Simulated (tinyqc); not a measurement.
Classical Heisenberg spin chain: exact results, Metropolis, heat-bath and over-relaxation steps, and a Monte Carlo run: one step, computed by the program tinyqc.

E = -J sum_i s_i . s_(i+1) for unit vectors s_i on an open chain; K = J/(k_B T).

Problem. Exact results. Each bond angle is independent, so u = <s_i . s_(i+1)> = coth K - 1/K, <s_i . s_(i+n)> = u^n, correlation length xi = -1/ln|u|, energy per bond -J u, heat capacity per bond c/k_B = 1 - K^2/sinh^2 K, and for the long chain chi = mu^2 (1 + u)/(3 k_B T (1 - u)) per spin.

Inputs (values chosen for the exercise, for a model chain of large moments): coupling J = 36 meV; temperature T = 284 K; moment mu = 3.5 mu_B.

Constants: k_B = 8.617333262e-05 eV/K; mu_B = 5.7883818060e-05 eV/T.

Give: K; u; xi; energy per bond; heat capacity; chi over the Curie value; chi.

Solution.

K = 1.4710

u = 0.43159

xi = 1.1901 sites

energy per bond = -15.537 meV

heat capacity = 0.49105 k_B/bond

chi over the Curie value = 2.5186

chi = 0.024324 mu_B/T per spin
